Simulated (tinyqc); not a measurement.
Admittance spectroscopy and thermally stimulated current of one trap level in a depletion layer. Changing the test frequency f. Computed by tinyqc, a small Python program. Command: `OMP_NUM_THREADS=1 python tinyqc.py 3111279 3111280 out.jsonl admit sweep`. One thread of a shared host (Intel(R) Xeon(R) Processor @ 2.30GHz), about 0.01 s of CPU time with the checks.

A Schottky junction on n-type material holds one donor-like electron trap; shallow donors are fully ionised and abrupt depletion edges are assumed.

Inputs (values chosen for the exercise, modelled on n-type GaAs):

| quantity | value | unit |
|---|---|---|
| dielectric constant eps | 13 | - |
| density-of-states mass m | 0.0672 | m_0 |
| shallow doping N | 1.3e+16 | 1/cm^3 |
| trap density N_t | 5.6e+15 | 1/cm^3 |
| trap depth E_t below the band | 0.54 | eV |
| capture cross section sigma | 6.8e-16 | cm^2 |
| band bending V_b | 0.82 | V |

Constants: k_B = 1.380649e-23 J/K; m_0 = 9.1093837015e-31 kg; h = 6.62607015e-34 J s; k_B = 8.617333262e-05 eV/K; eps_0 = 8.8541878128e-12 F/m; e = 1.602176634e-19 C.

Method:
- N_c = 2 (2 pi m k_B T/h^2)^(3/2), v_th = sqrt(3 k_B T/m), emission rate e_n = sigma v_th N_c exp(-E_t/(k_B T)).
- Where the level crosses the Fermi level capture equals emission, so the trap follows the signal with the rate 2 e_n; G/omega peaks at omega = 2 e_n (the correction for large N_t/N is left out).
- Solve 2 e_n(T_p) = 2 pi f.
- With E_c - E_F = k_B T_p ln(N_c/N): lambda = sqrt(2 eps eps_0 (E_t - (E_c - E_F))/(e^2 N)); traps are empty and charged for x < x_t = w - lambda, and V_b = e (N w^2 + N_t x_t^2)/(2 eps eps_0). High frequency: C_hf = eps eps_0/w. Low frequency: C_lf = eps eps_0 (N + N_t)/(N w + N_t x_t).

One run for each value:

| test frequency f (Hz) | peak temperature T_p (K) | step (C_lf - C_hf)/C_hf | E_c - E_F = k_B T_p ln(N_c/N) (eV) | lambda (nm) |
|---|---|---|---|---|
| 1.00e+01 | 313.93 | 0.28929 | 0.09694 | 221.29 |
| 7.00e+01 | 344.31 | 0.28402 | 0.11043 | 217.90 |
| 5.00e+02 | 381.22 | 0.27737 | 0.12729 | 213.58 |
| 4.00e+03 | 429.32 | 0.26834 | 0.14994 | 207.63 |
| 3.00e+04 | 488.12 | 0.25673 | 0.17858 | 199.87 |
| 1.00e+06 | 635.59 | 0.22472 | 0.25422 | 177.73 |

Give the missing row, test frequency f (Hz) = 2.00e+05.

Computed row; columns: (1) test frequency f (Hz); (2) peak temperature T_p (K); (3) step (C_lf - C_hf)/C_hf; (4) E_c - E_F = k_B T_p ln(N_c/N) (eV); (5) lambda (nm):
```
(1)          (2)      (3)      (4)     (5)
2.00e+05  558.92  0.24190  0.21427  189.74
```

Interpolating between the two neighbouring rows (the first column on a logarithmic scale, the others too where they are positive) misses most in step (C_lf - C_hf)/C_hf, by 1.2 %. Over the rows, peak temperature T_p (K) rises from 314 to 636 (exponent d ln y / d ln x 0.047 between the first rows and 0.080 between the last); step (C_lf - C_hf)/C_hf falls from 0.289 to 0.225 (exponent d ln y / d ln x -0.0095 between the first rows and -0.046 between the last); E_c - E_F = k_B T_p ln(N_c/N) (eV) rises from 0.0969 to 0.254 (exponent d ln y / d ln x 0.067 between the first rows and 0.11 between the last).  Left out: 1.00e7 (the peak lies above 700 K).

Caution (all rows): N_t/N is not small, so the peak moves away from omega = 2 e_n.

Extremes, crossings and ranges named in words are read from the listed rows.
